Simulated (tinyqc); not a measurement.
Inside a calculation. Method: LDA (VWN5) atom on a uniform radial grid, spin-unpolarised, for O. Computed by tinyqc, a small Python program that keeps every step. Settings: Z = 8, points = 256, R = 7.6, functional = lda,vwn, mixing = 1.0, iteration cap = 88. Command: `OMP_NUM_THREADS=1 python tinyqc.py 31896 31897 out.jsonl` (the two numbers bound the seeds that draw the settings). One thread of a shared host (Intel(R) Xeon(R) Processor @ 2.60GHz), about 3 s of CPU time with the checks. Later iterations appear only in the table of the cycle.

## Iteration 1

Spherical atom on a uniform radial grid r_j = j h with h = R/(N + 1), h sum u^2 = 1 and integrals as h times sums, u(0) = u(R) = 0 (atomic units):

| parameter | value |
|---|---|
| Z | 8 |
| points N | 256 |
| R | 7.600000 |
| h | 0.029572 |
| mixing | 1.000000 |
| electrons in 1s | 2 |
| electrons in 2s | 2 |
| electrons in 2p | 4 |

Three-point differences turn -u''/2 + [l(l+1)/2r^2 - Z/r + V] u = e u into a tridiagonal matrix (diagonal 1/h^2 + potential, off-diagonal -1/2h^2). D = sum f u^2; the Hartree potential y/r solves y'' = -D/r with y(0) = 0, y(R) = N_e; v_xc comes from rho = D/(4 pi r^2); E = sum f e - int D V + int D (V_H/2 + eps_xc); V(new) = V + mixing (V_H + v_xc - V).

eigenvalues (hartree): 1s -31.564363, 2s -7.972210, 2p -8.009408

Every 16th grid point:

| r | V in | u(1s) | u(2s) | u(2p) | D | V_H | v_xc |
|---|---|---|---|---|---|---|---|
| 0.473152 | 0.000000 | 0.496382 | -1.011167 | 1.247457 | 8.762299 | 13.679710 | -1.528112 |
| 0.946304 | 0.000000 | 0.023330 | -0.960117 | 0.749418 | 4.091245 | 8.286653 | -0.774137 |
| 1.419455 | 0.000000 | 0.000822 | -0.366435 | 0.253589 | 0.525781 | 5.628837 | -0.319644 |
| 1.892607 | 0.000000 | 0.000026 | -0.103903 | 0.067838 | 0.040000 | 4.226710 | -0.123751 |
| 2.365759 | 0.000000 | 7.57e-07 | -0.025324 | 0.015955 | 0.002301 | 3.381570 | -0.046131 |
| 2.838911 | 0.000000 | 2.13e-08 | -0.005628 | 0.003459 | 0.000111 | 2.817982 | -0.016415 |
| 3.312062 | 0.000000 | 5.85e-10 | -0.001176 | 0.000709 | 4.77e-06 | 2.415414 | -0.005553 |
| 3.785214 | 0.000000 | 1.57e-11 | -0.000235 | 0.000139 | 1.88e-07 | 2.113487 | -0.001802 |
| 4.258366 | 0.000000 | 0 | -0.000045 | 0.000027 | 6.93e-09 | 1.878655 | -0.000568 |
| 4.731518 | 0.000000 | 0 | -0.000009 | 4.94e-06 | 2.43e-10 | 1.690789 | -0.000176 |
| 5.204669 | 0.000000 | 0 | -1.57e-06 | 9.00e-07 | 0 | 1.537081 | -0.000054 |
| 5.677821 | 0.000000 | 0 | -2.84e-07 | 1.61e-07 | 0 | 1.408991 | 0.000000 |
| 6.150973 | 0.000000 | 0 | -5.06e-08 | 2.85e-08 | 0 | 1.300607 | 0.000000 |
| 6.624125 | 0.000000 | 0 | -8.90e-09 | 4.98e-09 | 0 | 1.207707 | 0.000000 |
| 7.097276 | 0.000000 | 0 | -1.51e-09 | 8.41e-10 | 0 | 1.127193 | 0.000000 |
| 7.570428 | 0.000000 | 0 | -5.28e-11 | 2.93e-11 | 0 | 1.056743 | 0.000000 |

total energy = -65.30359483 hartree

## Iteration 2

As before.

eigenvalues (hartree): 1s -13.908188, 2s -0.009696, 2p 0.158332

Every 16th grid point:

| r | V in | u(1s) | u(2s) | u(2p) | D | V_H | v_xc |
|---|---|---|---|---|---|---|---|
| 0.473152 | 12.151599 | 0.632525 | -0.199465 | 0.067546 | 0.898000 | 6.378155 | -0.743214 |
| 0.946304 | 7.512517 | 0.060814 | -0.501596 | 0.137058 | 0.585733 | 4.227144 | -0.423437 |
| 1.419455 | 5.309193 | 0.005245 | -0.581217 | 0.206414 | 0.846109 | 3.410181 | -0.369624 |
| 1.892607 | 4.102959 | 0.000440 | -0.572507 | 0.276730 | 0.961848 | 2.931744 | -0.322443 |
| 2.365759 | 3.335439 | 0.000037 | -0.531862 | 0.346461 | 1.045897 | 2.596390 | -0.288769 |
| 2.838911 | 2.801567 | 3.03e-06 | -0.481471 | 0.412044 | 1.142749 | 2.337780 | -0.265566 |
| 3.312062 | 2.409860 | 2.51e-07 | -0.429236 | 0.468233 | 1.245457 | 2.125777 | -0.248285 |
| 3.785214 | 2.111685 | 2.08e-08 | -0.377665 | 0.509223 | 1.322491 | 1.944536 | -0.233224 |
| 4.258366 | 1.878087 | 1.72e-09 | -0.327386 | 0.529727 | 1.336804 | 1.785243 | -0.217928 |
| 4.731518 | 1.690614 | 1.42e-10 | -0.278433 | 0.525774 | 1.260803 | 1.643003 | -0.200952 |
| 5.204669 | 1.537028 | 1.17e-11 | -0.230665 | 0.495194 | 1.087279 | 1.515200 | -0.181499 |
| 5.677821 | 1.408991 | 0 | -0.183891 | 0.437856 | 0.834505 | 1.400475 | -0.159127 |
| 6.150973 | 1.300607 | 0 | -0.137916 | 0.355723 | 0.544198 | 1.298041 | -0.133472 |
| 6.624125 | 1.207707 | 0 | -0.092539 | 0.252725 | 0.272607 | 1.207218 | -0.103884 |
| 7.097276 | 1.127193 | 0 | -0.047564 | 0.134500 | 0.076886 | 1.127161 | -0.068335 |
| 7.570428 | 1.056743 | 0 | -0.002796 | 0.008005 | 0.000272 | 1.056743 | -0.011786 |

total energy = -66.19277618 hartree

## Convergence

Stop when input and output potentials agree to 1e-7.

Course of the cycle (hartree):

| iteration | E | e(1s) | e(2s) | e(2p) | largest \|V(out) - V(in)\| |
|---|---|---|---|---|---|
| 1 | -65.30359483 | -31.564363 | -7.972210 | -8.009408 | 2.15e+01 |
| 2 | -66.19277618 | -13.908188 | -0.009696 | 0.158332 | 1.04e+01 |
| 3 | -71.08570343 | -22.832670 | -3.417597 | -3.052618 | 7.74e+00 |
| 4 | -68.98360164 | -15.908202 | -0.190585 | 0.124237 | 6.66e+00 |
| 5 | -71.62216398 | -21.906706 | -2.850185 | -2.444344 | 6.32e+00 |
| 6 | -69.57889619 | -16.184823 | -0.235370 | 0.110965 | 6.07e+00 |
| 7 | -71.75879906 | -21.673639 | -2.698899 | -2.283449 | 5.98e+00 |
| 8 | -69.76124798 | -16.259761 | -0.249015 | 0.106360 | 5.90e+00 |
| 9 | -71.80332180 | -21.598668 | -2.649942 | -2.231424 | 5.87e+00 |
| 10 | -69.82383376 | -16.284701 | -0.253687 | 0.104725 | 5.84e+00 |
| 11 | -71.81894470 | -21.572499 | -2.632851 | -2.213264 | 5.83e+00 |
| ... | ... | ... | ... | ... | ... |
| 78 | -69.85890695 | -16.298524 | -0.256303 | 0.103796 | 5.81e+00 |
| 79 | -71.82778037 | -21.557731 | -2.623209 | -2.203018 | 5.81e+00 |
| 80 | -69.85890695 | -16.298524 | -0.256303 | 0.103796 | 5.81e+00 |
| 81 | -71.82778037 | -21.557731 | -2.623209 | -2.203018 | 5.81e+00 |
| 82 | -69.85890695 | -16.298524 | -0.256303 | 0.103796 | 5.81e+00 |
| 83 | -71.82778037 | -21.557731 | -2.623209 | -2.203018 | 5.81e+00 |
| 84 | -69.85890695 | -16.298524 | -0.256303 | 0.103796 | 5.81e+00 |
| 85 | -71.82778037 | -21.557731 | -2.623209 | -2.203018 | 5.81e+00 |
| 86 | -69.85890695 | -16.298524 | -0.256303 | 0.103796 | 5.81e+00 |
| 87 | -71.82778037 | -21.557731 | -2.623209 | -2.203018 | 5.81e+00 |
| 88 | -69.85890695 | -16.298524 | -0.256303 | 0.103796 | 5.81e+00 |

Not converged within 88 iterations: the residual has stopped falling: the iteration swings between two states. Reruns (cap 100 unless said): mixing 0.3: converged in 49; mixing 0.6: converged in 20; the original settings with a cap of 400: not converged. Even converged, this uniform grid resolves the cusp poorly and misses the energy of the atom.
